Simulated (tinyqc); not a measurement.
Doping the contact: Schottky barrier with interface states (Cowley-Sze model), image lowering and contact resistance. Computed by tinyqc, a small Python program. Command: `OMP_NUM_THREADS=1 python tinyqc.py 3000847 3000848 out.jsonl pinning walk`. One thread of a shared host (Intel(R) Xeon(R) Processor @ 2.30GHz), about 0.01 s of CPU time with the checks.

An n-type semiconductor under a metal. The barrier lies between the Schottky-Mott limit phi_M - chi and the Bardeen limit E_g - E_n, E_n being the neutrality level of the interface states; the space-charge term of the full Cowley-Sze expression is left out.

Inputs (values chosen for the exercise, with gap, mass and screening modelled on GaSb): gap E_g = 0.73 eV; electron affinity chi = 4 eV; metal work function phi_M = 4.37 eV; neutrality level E_n above the valence band = 0.459 eV; interface-state density D = 2.4e+13 cm^-2 eV^-1; dipole layer thickness delta = 0.54 nm; dipole layer constant eps_i = 2; dielectric constant eps_s = 15.4; electron mass m_e = 0.0378 m_0; valleys M_c = 1; temperature T = 300 K.

Pinning factor from: interface states.

Constants: e = 1.602176634e-19 C; eps_0 = 8.8541878128e-12 F/m; k_B = 8.617333262e-05 eV/K; hbar = 1.054571817e-34 J s; m_0 = 9.1093837015e-31 kg; k_B = 1.380649e-23 J/K; h = 6.62607015e-34 J s.

Method:
- S = 1/(1 + e^2 D delta/(eps_i eps_0)); for D per eV, e^2 D is the number e x D in SI units, with 1 cm^-2 = 1e4 m^-2.
- phi_B = S (phi_M - chi) + (1 - S)(E_g - E_n); the hole barrier is E_g - phi_B.
- A* = 4 pi e m_e M_c k_B^2/h^3 (a simple valley count); J_s = A* T^2 exp(-phi/k_B T).
- E_00 = (e hbar/2) sqrt(N/(m_e eps_s eps_0)), E_0 = E_00 coth(E_00/k_B T); scaling form of the contact resistivity rho_c = (k_B/(e A* T)) exp(phi_B/E_0), which is the thermionic result when E_00 << k_B T and keeps only the leading exponential of tunnelling when E_00 >> k_B T; image lowering is left out of it.
- Regimes: thermionic below E_00/k_B T = 0.5, field emission above 5.

barrier phi_B = 0.316568 eV

Against doping:
```
N (cm^-3)  1e10/sqrt(N)  E_00/k_B T  rho_c (ohm cm^2)                     regime
1.00e+16     1.0000e+02  9.4130e-02        1.2689e-02        thermionic emission
1.00e+17     3.1623e+01  2.9766e-01        9.2762e-03        thermionic emission
1.00e+18     1.0000e+01  9.4130e-01        9.0814e-04  thermionic-field emission
3.00e+18     5.7735e+00  1.6304e+00        6.6350e-05  thermionic-field emission
1.00e+19     3.1623e+00  2.9766e+00        3.7871e-06  thermionic-field emission
3.00e+19     1.8257e+00  5.1557e+00        6.7981e-07             field emission
1.00e+20     1.0000e+00  9.4130e+00        2.3224e-07             field emission
3.00e+20     5.7735e-01  1.6304e+01        1.3401e-07             field emission
1.00e+21     3.1623e-01  2.9766e+01        9.5414e-08             field emission
```

What does the comparison show, and why?

Over the thermionic rows rho_c changes by a factor 1.4 only, and then it falls fast, by 5.1 decades in all; in field emission ln rho_c is linear in 1/sqrt(N). It passes below 1e-7 ohm cm^2 at N = 1e21 cm^-3 of those listed.
